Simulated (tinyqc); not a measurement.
# Off-state leakage of single and stacked transistors: what changes with what

n-channel devices of unit width. Subthreshold current I(Vg, Vs, Vd) = I0 (T/300 K)^0.5 exp[(Vg - Vs - VT(T) - gb (Vs - Vb) + dd (Vd - Vs))/(nf Vt)] (1 - exp(-(Vd - Vs)/Vt)), VT(T) = VT - cT (T - 300 K). Gate-edge tunnelling Ig (Vd/1 V) exp(ag (Vd - 1 V)), for a gate at 0 V, and band-to-band leakage Ab u exp(-Bb/u), u = Vd - Vb + 1 V, flow at a drain held at V; both are taken as independent of T. In a stack of off transistors (all gates at 0 V) the same subthreshold current passes through each.

Values chosen for this exercise; values of the order met in bulk silicon logic transistors:
- T = 398 K (temperature)
- V = 1.2 V (supply voltage)
- VT = 0.42 V (threshold at 300 K, zero drain and body bias)
- cT = 0.5 mV/K (fall of the threshold with temperature)
- I0 = 0.35 uA/um (current at threshold at 300 K)
- nf = 1.16 (slope factor)
- dd = 0.05 (drain-induced lowering per volt)
- gb = 0.15 (rise of the threshold per volt of source-body bias)
- Ig = 1e-6 uA/um (gate-edge tunnelling current at 1 V)
- ag = 3.3 1/V (exponential slope of the gate current)
- Ab = 1 uA/(um V) (prefactor of band-to-band leakage at the drain)
- Bb = 29 V (its exponential voltage)
- Vb = 0 V (body voltage)

Constants: q = 1.602176634e-19 C, kB = 1.380649e-23 J/K, Vt = kB T/q. Results are converted to the units shown.

Each table varies one quantity; the others keep the values above.

## Subthreshold current against the height of the stack

All n gates at 0 V, bottom source at 0 V, top drain at V; node voltages follow from equal currents.

Results:
```
n	I (nA/um)	reduction factor	drain voltage of the bottom device (mV)	source voltage of the top device (mV)	voltage across the top device (V)
1	0.1624	1.000	1200	0	1.200
3	0.01678	9.678	20.81	75.25	1.125
4	0.01151	14.11	12.98	87.76	1.112
5	0.008750	18.56	9.440	96.84	1.103
6	0.007057	23.01	7.420	104.0	1.096
```

Estimate the missing row, n = 2.

Computed row:
```
n	I (nA/um)	reduction factor	drain voltage of the bottom device (mV)	source voltage of the top device (mV)	voltage across the top device (V)
2	0.03079	5.273	55.12	55.12	1.145
```

With this row back in the table: The second transistor cuts the current by a factor of 5.27, the third by a further 1.84 and the sixth by 1.24. The top device keeps 91.3 % of the supply at n = 6, while the drain voltage of the bottom one falls to 0.216 Vt.

## Leakage components against the supply voltage

Same model as above.

One transistor with Vg = Vs = 0, Vd = V; stack factor I(one)/I(two in series).

Results:
```
V (V)	subthreshold (nA/um)	gate edge (nA/um)	band-to-band (nA/um)	total (nA/um)	stack factor	largest part
0.5	0.067368	9.6025e-5	6.0219e-6	0.067470	2.8303	subthreshold
0.6	0.076390	1.6028e-4	2.1505e-5	0.076571	3.0667	subthreshold
0.7	0.086619	2.6010e-4	6.6358e-5	0.086946	3.3333	subthreshold
0.8	0.098219	4.1348e-4	1.8126e-4	0.098814	3.6339	subthreshold
0.9	0.11137	6.4703e-4	4.4673e-4	0.11247	3.9730	subthreshold
1	0.12629	0.0010000	0.0010087	0.12830	4.3554	subthreshold
1.1	0.14320	0.0015301	0.0021126	0.14684	4.7866	subthreshold
1.2	0.16238	0.0023218	0.0041460	0.16884	5.2728	subthreshold
1.4	0.20878	0.0052408	0.013567	0.22758	6.4397	subthreshold
```

Estimate the missing row, V = 1.3 V.

Computed row:
```
V (V)	subthreshold (nA/um)	gate edge (nA/um)	band-to-band (nA/um)	total (nA/um)	stack factor	largest part
1.3	0.18412	0.0034986	0.0076885	0.19531	5.8212	subthreshold
```

With this row back in the table: As V goes from 0.5 to 1.4, the total leakage rises from 0.0675 to 0.228 nA/um. The subthreshold part leads at V = 0.5 and in all other rows. The reduction by a stack of two rises from 2.83 to 6.44, for the subthreshold part alone.

Computed by the program tinyqc: `OMP_NUM_THREADS=1 python tinyqc.py 2242078 2242079 out.jsonl`, one thread of a shared Intel Xeon 2.30GHz, about 0.03 s for the whole run.
